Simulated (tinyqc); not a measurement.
Inside a calculation. Model: Holstein polaron on two sites. Computed by tinyqc, a small Python program that keeps every step. Command: `OMP_NUM_THREADS=1 python tinyqc.py 3029594 3029595 out.jsonl holstein walk`. One thread of a shared host (Intel(R) Xeon(R) Processor @ 2.30GHz), about 0.01 s of CPU time with the checks. Intermediate numbers are printed to about 6 digits and carried at full precision; extremes and crossings named in words are read from the listed rows.

One electron on sites 1 and 2: H = -t (c1+ c2 + c2+ c1) + hbar omega sum_i b_i+ b_i - g hbar omega sum_i n_i (b_i + b_i+). The symmetric phonon shifts the energy by -g^2 hbar omega/2 and drops out; with b = (b_1 - b_2)/sqrt(2) there remains H = -t sigma_x + hbar omega b+ b - (g hbar omega/sqrt(2)) sigma_z (b + b+). Parity splits it into blocks p = +1 and -1 over phonon numbers n. Zero-point energies are left out. Weights Z refer to mode b alone; the displaced symmetric mode multiplies the full zero-phonon weight by exp(-g^2/2).

Inputs (values chosen for the exercise, for a model dimer): hopping t = 23 meV; phonon energy hbar omega = 53.7 meV; coupling g = 1.04; phonon levels kept N = 6.

## Energy scales

Polaron binding energy E_p = g^2 hbar omega; ratio E_p/t (the adiabatic potential has two wells when it exceeds 1); adiabaticity hbar omega/t.

E_p = 58.08192 meV

E_p/t = 2.52530

hbar omega/t = 2.33478

## The even block in a small basis

Block p: H_nn = n hbar omega - p t (-1)^n - g^2 hbar omega/2, H_(n,n+1) = -(g hbar omega/sqrt(2)) sqrt(n + 1). Take p = +1 and n = 0..N-1.

H, even block (meV):
```
[[-52.041, -39.490, 0.000, 0.000, 0.000, 0.000],
 [-39.490, 47.659, -55.848, 0.000, 0.000, 0.000],
 [0.000, -55.848, 55.359, -68.400, 0.000, 0.000],
 [0.000, 0.000, -68.400, 155.059, -78.981, 0.000],
 [0.000, 0.000, 0.000, -78.981, 162.759, -88.303],
 [0.000, 0.000, 0.000, 0.000, -88.303, 262.459]]
```

## Levels in the small basis

Diagonalise H; the eigenvector has its largest component positive; Z is the weight of n = 0.

levels (meV): [-69.990, -12.924, 60.072, 111.821, 216.190, 326.085]

lowest eigenvector: [0.884530, 0.402030, 0.221455, 0.077582, 0.029277, 0.007776]

Z in the small basis = 0.782393

## Converged results

Use 60 levels in both blocks; Z = c_0^2 is the weight of n = 0 in the ground state c; the splitting is the lowest odd level less the lowest even one, which without coupling is the smaller of 2t and hbar omega; <sigma_x> = sum (-1)^n c_n^2 measures the kinetic energy.

ground-state energy = -69.9919 meV

weight Z of n = 0 in mode b = 0.782271

mean phonon number in b = 0.281879

splitting = 14.6215 meV

splitting/(2t) = 0.317858

<sigma_x> = 0.664483

The small basis misses the ground-state energy by 0.00201 meV.

## Approximations to the ground state

Second order: E = -t - E_p/2 - (E_p/2) hbar omega/(hbar omega + 2t). Lang-Firsov: E = -E_p - t exp(-g^2). Variable displacement: E(x) = -E_p/2 - t exp(-g^2 x^2) - (E_p/2)(2x - x^2), minimised over 0 <= x <= 1. Adiabatic, classical lattice: E = -E_p/2 - t for E_p < t, else -E_p - t^2/(2 E_p); it leaves out the change of zero-point energy.

Ground-state energy (meV):
```
method                        E  E - exact
second order in g      -67.6829    2.30900
Lang-Firsov            -65.8801    4.11175
variable displacement  -69.0881    0.90380
adiabatic, classical   -62.6358    7.35604
```

best displacement x = 0.64756

Closest here is variable displacement (+0.90 meV), furthest adiabatic, classical (+7.36 meV), at hbar omega/t = 2.33 and E_p/t = 2.53. Lang-Firsov and variable displacement are variational and lie above the exact value. The Lang-Firsov narrowing exp(-g^2) = 0.339 compares with the exact splitting ratio 0.318.

Checks made by the program: 60 against 80 levels (relative difference below 1e-10); Hellmann-Feynman: dE/dt = -<sigma_x> (relative difference below 1e-10).
